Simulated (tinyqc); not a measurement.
# Electron mobility of a polar semiconductor by Rode's iterative solution of the Boltzmann equation, step by step

A worked calculation. Computed by tinyqc, a small Python program that keeps every step. Command: `OMP_NUM_THREADS=1 python tinyqc.py 3004194 3004195 out.jsonl rode walk`. One thread of a shared host (Intel(R) Xeon(R) Processor @ 2.30GHz), about 0.01 s of CPU time with the checks. Intermediate numbers are printed to about 7 digits and carried at full precision; extremes and crossings named in words are read from the listed rows.

The distribution is f(E) + e F l(E) (-df/dE) cos(theta) for a weak field F, theta counted from the force; l(E) is a mean free path. Elastic processes enter by their momentum rate, polar optical phonons by out- and in-scattering terms. One valley only: where upper valleys lie close, measured mobilities are lower. The density n is prescribed, even where a narrow-gap material would have more intrinsic carriers.

Inputs (values chosen for the exercise, modelled on GaSb): effective mass m = 0.0421 m_0; static permittivity eps_s = 15.7; high-frequency permittivity eps_inf = 14.4; density rho = 5610 kg/m^3; sound velocity v_l = 4310 m/s; acoustic deformation potential D_A = 7.4 eV; optical phonon energy hbar w = 30.2 meV; piezoelectric coupling K = 0.037; electron density n = 1.3e+16 1/cm^3; compensation ratio C = 0; temperature T = 100 K; grid points per phonon energy s = 10; iteration cap = 200.

Band: parabolic. Elastic processes: acoustic, piezoelectric, impurity.

Constants: k_B = 8.617333262e-05 eV/K; m_0 = 9.1093837015e-31 kg; e = 1.602176634e-19 C; hbar = 1.054571817e-34 J s; eps_0 = 8.8541878128e-12 F/m; k_B = 1.380649e-23 J/K; hbar = 6.582119569e-16 eV s.

## Fermi level and screening

Parabolic band: E = hbar^2 k^2/(2 m), speed v = hbar k/m, states per spin, volume and energy g(E) = m k/(2 pi^2 hbar^2). Masses are multiplied by m_0 and all formulas are in SI units. The reduced Fermi level eta = E_F/(k_B T) solves n = 2 Z int g f dE with f = 1/(1 + exp(x - eta)) (Z = 1 unless valleys are given); screening length L_s = sqrt(eps_s eps_0 k_B T/(e^2 dn/deta)), dn/deta = 2 Z int g f (1 - f) dE. Integrals over x = E/(k_B T) use 160 Gauss-Legendre points in u = sqrt(x) from 0 to sqrt(max(eta, 0) + 32). N_I = n (1 + C)/(1 - C).

reduced Fermi level eta = -1.056261

screening length L_s = 25.25772 nm

ionised impurity density N_I = 1.30e+16 1/cm^3

## Rates on one ladder of the grid

Phonon occupation N_q = 1/(exp(hbar w/(k_B T)) - 1). Acoustic deformation potential (elastic, equipartition, absorption and emission together): 1/tau = 2 pi k_B T D_A^2 g(E)/(hbar rho v_l^2). Piezoelectric (elastic, unscreened, momentum relaxation): 1/tau = e^2 K^2 k_B T m (1 + 2 alpha E)/(2 pi eps_s eps_0 hbar^3 k), with alpha = 0 for a parabolic band. Singly charged impurities, momentum relaxation: 1/tau = N_I e^4 m (1 + 2 alpha E) Phi/(8 pi (eps_s eps_0)^2 hbar^3 k^3), with alpha = 0 for a parabolic band. Brooks-Herring: Phi = ln(1 + b) - b/(1 + b), b = 4 k^2 L_s^2. Polar optical, unscreened: W = e^2 w (1/eps_inf - 1/eps_s) m (1 + 2 alpha E') ln|(k + k')/(k - k')| / (4 pi eps_0 hbar^2 k), times N_q for absorption (E' = E + hbar w) and N_q + 1 for emission (E' = E - hbar w > 0), with alpha = 0 for a parabolic band; mean cosine of the angle <cos> = (k^2 + k'^2)/(2 k k') - 1/ln|(k + k')/(k - k')|. Energy grid E_j = (j + 1/2) hbar w/s, j = 0, 1, ..., up to (max(eta, 0) + 18) k_B T, so that E_j +/- hbar w are grid points; l = 0 beyond the grid; integrals are sums times the spacing. With f' = f(E'): out-scattering S_o = sum over absorption and emission of W (1 - f')/(1 - f); nu = sum of elastic rates; the in-scattering weights are c+ = W_abs <cos> (1 - f')/(1 - f) for E' = E + hbar w and c- likewise for emission.

Points j = s/2, s/2 + s, ... (the first seven rungs, or as many as the grid holds), rates in 1e12/s:
```
E (meV)  v (m/s)         nu       S_o          c+        c-
16.61     372537  0.7097023  0.069149  0.02826853  0.000000
46.81     625394  0.2431735  1.305088  0.03305453  0.509068
77.01     802155  0.1647654  1.602975  0.03409412  0.854790
107.21    946460  0.1387310  1.620943  0.03406848  0.961191
137.41   1071504  0.1285912  1.594671  0.03368907  1.001090
```

Points one phonon energy apart are coupled only to each other, so the grid falls into s independent ladders.

## The first two iterations on one ladder of the grid

Iteration: l_new(E) = [v(E) + c+ l(E + hbar w) + c- l(E - hbar w)]/(nu + S_o), from l = 0.

l after iteration 1 (nm): [478.3161, 403.9333, 453.7742, 537.8611, 621.7881]

l after iteration 2 (all rungs but the last shown) (nm): [492.9769, 570.8913, 659.4696, 797.7657]

In-scattering lengthens l on the lowest rung by 3.1 % and on the second by 41.3 % in this step.

## The whole iteration

mu = e sum g v l f (1 - f) / (3 k_B T sum g f) over the grid; stop when mu changes by less than 1e-8 of itself.

Course of the iteration:
```
iteration  mu (cm^2/(V s))  relative change
1                 48161.54     1.000000e+00
2                 50994.32     5.555095e-02
3                 51860.19     1.669627e-02
4                 51935.48     1.449705e-03
5                 51961.66     5.037336e-04
6                 51964.10     4.696530e-05
7                 51965.01     1.751851e-05
8                 51965.10     1.660962e-06
9                 51965.13     6.510256e-07
10                51965.13     6.121028e-08
11                51965.13     2.500313e-08
12                51965.13     2.310160e-09
```

mobility mu = 51965.13 cm^2/(V s)

iterations = 12

Converged in 12 iterations; mu rises at every step, from 48160 to 51970, since each step returns more of the forward-scattered current.

## Approximations against the iterative solution

Self-energy RTA: l = v/(nu + S_o), the first iteration. Momentum RTA: l = v/(nu + S_o - c+ v(E + hbar w)/v - c- v(E - hbar w)/v), listed only where the denominator is positive on the whole grid. The polar-only value solves the same system with nu = 0; the elastic value takes l = v/nu.

Mobilities:
```
method                              mu (cm^2/(V s))  deviation (%)
iterative solution                          51965.1          0.000
self-energy RTA                             48161.5         -7.320
momentum RTA                                52693.4          1.401
polar phonons alone, exact                 589434.5       1034.288
elastic processes alone                     81075.3         56.019
Matthiessen's rule on the last two          71272.0         37.154
```

self-energy RTA mobility = 48161.54 cm^2/(V s)

polar-phonon mobility = 589434.5 cm^2/(V s)

elastic mobility = 81075.33 cm^2/(V s)

error of the self-energy RTA = -7.319516 %

The self-energy RTA is 7.3 % low: it counts every polar event as a full loss of current, a small error here because elastic scattering dominates. Here hbar w/k_B T = 3.50. Matthiessen's rule is 37.2 % high. The momentum RTA deviates by +1.4 %.

Checks made by the program: iterated mobility against a direct solution of the banded linear system (relative difference 1e-09).
